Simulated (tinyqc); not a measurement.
# From electron temperature T_e back to electric field F

Model: hot carriers by balance equations with a heated Maxwellian. Computed by tinyqc, a small Python program. Command: `OMP_NUM_THREADS=1 python tinyqc.py 3010041 3010042 out.jsonl hot inv`. One thread of a shared host (Intel(R) Xeon(R) Processor @ 2.30GHz), about 0.04 s of CPU time with the checks.

The carriers follow a Maxwellian at an electron temperature T_e, slightly displaced; the drift energy is neglected against k_B T_e. The balance averages the rate, not the time, so mu_0 lies below the relaxation-time value.

Inputs (values chosen for the exercise, modelled on electrons in diamond): effective mass m = 0.492 m_0; density rho = 3515 kg/m^3; sound velocity v_l = 18500 m/s; acoustic deformation potential D_A = 9.4 eV; phonon energy hbar w = 135 meV; optical or intervalley deformation potential D_o = 8.8 1e8 eV/cm; final valleys Z_f = 5; lattice temperature T = 300 K; mixing = 0.3; iteration cap = 300.

Band: parabolic. Solver: damped fixed point.

Constants: k_B = 8.617333262e-05 eV/K; k_B = 1.380649e-23 J/K; e = 1.602176634e-19 C; hbar = 1.054571817e-34 J s; m_0 = 9.1093837015e-31 kg; hbar = 6.582119569e-16 eV s.

Method:
- Parabolic band: E = hbar^2 k^2/(2 m), speed v = hbar k/m, states per spin, volume and energy g(E) = m k/(2 pi^2 hbar^2). Masses are multiplied by m_0 and all formulas are in SI units.
- Phonon occupation N_q = 1/(exp(hbar w/(k_B T)) - 1).
- Acoustic deformation potential (elastic, equipartition, absorption and emission together): 1/tau = 2 pi k_B T D_A^2 g(E)/(hbar rho v_l^2).
- Optical or intervalley deformation potential: 1/tau = (pi Z_f D_o^2/(rho w)) [N_q g(E + hbar w) + (N_q + 1) g(E - hbar w)], with g = 0 below the band edge.
- Averages over the Maxwellian, <y> = int y x^(1/2) exp(-x) dx / int x^(1/2) exp(-x) dx with x = E/(k_B T_e), split at x_0 = hbar w/(k_B T_e): 64 Gauss-Legendre points in sqrt(x) below it and 128 in sqrt(x - x_0) above it, up to x = 32. Momentum balance: mu(T_e) = e/(m nu), nu = <x (sum of rates)>/<x>. Power lost per carrier: P(T_e) = hbar w <emission rate - absorption rate> + <(2 m v_l^2/(k_B T)) (E - 2 k_B T) acoustic rate>.
- Fixed point: T_out = T + (T_e - T) e mu(T_e) F^2/P(T_e), T_new = T_e + mixing (T_out - T_e).
- Start at T_e = 1.5 T; stop when T_e moves by less than 1e-6 K or exceeds 1e6 K.

Question. A run gave the result below. Find the electric field F, known to lie between 8.1 and 13 kV/cm.

electron temperature T_e = 550.4102 K

Answer.

Each step takes the trial c = (a f_b - b f_a)/(f_b - f_a), f being the result less the target and a, b, c the logarithms of the listed values; c replaces end b, the old b replaces a if the sign of f changed, and otherwise f_a is halved.

Scan of the range:
```
electric field F (kV/cm)  electron temperature T_e (K)
8.10                                           500.159
8.76                                           514.672
9.48                                           530.180
10.30                                          547.489
11.10                                          564.065
12.00                                          582.403
13.00                                          602.456
```

False position (Illinois rule, in the logarithm of the input) inside the bracket:
```
step    end a    end b    trial  electron temperature T_e (K)
1     10.3000  11.1000  10.4367                       550.341
2     11.1000  10.4367  10.4399                       550.409
3     11.1000  10.4399  10.4401                       550.412
4     10.4399  10.4401  10.4400                       550.410
```

Electron temperature T_e rises at every point of a 13-point scan of the range (every second point is shown), so one value fits; it is bracketed by 10.3 and 11.1. Answer: electric field F = 10.44 kV/cm.
